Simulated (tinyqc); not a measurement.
Inside a calculation. Method: tight binding, dimerised chain. One step of it, computed by the program tinyqc.

Task: Levels at k. Diagonalise the Hermitian matrix.

H(k) at k (eV):
```
                     A                    B
A             0.000000  -1.773446+0.069331i
B  -1.773446-0.069331i             0.000000
```

Give: eigenvalues; weights |c|^2 of the basis functions.

Result:

eigenvalues (eV): -1.775  1.775

weights |c|^2 of the basis functions:
```
   band 1  band 2
A   0.500   0.500
B   0.500   0.500
```
